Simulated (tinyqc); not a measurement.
Potential step from the flux.

Inverse problem. On one interval J = (q mu Vt/hx) [nb B(d) - na B(-d)], B(d) = d/(exp(d) - 1), d = (psi_b - psi_a)/Vt. Find psi_b - psi_a, and the step at which J would vanish.

Inputs (values chosen for the exercise): temperature T = 400 K; electron mobility mu = 1340 cm^2/(V s); density at the left node na = 6.1e13 cm^-3; density at the right node nb = 4.4e14 cm^-3; node spacing hx = 30 nm.

Constants: q = 1.602176634e-19 C, kB = 1.380649e-23 J/K, Vt = kB T/q. Results are converted to the units shown.

J = 1596.8252 A/cm^2

Answer. B(d) falls and B(-d) rises with d, so J falls steadily with the step and one value matches. J = 0 needs nb/na = exp(d), the Boltzmann ratio.

psi_b - psi_a = -0.0330 V
step for J = 0 = 0.0681 V

tinyqc, about 0.01 s, one thread, Intel Xeon 2.30GHz (shared host): `OMP_NUM_THREADS=1 python tinyqc.py 2220018 2220019 out.jsonl`
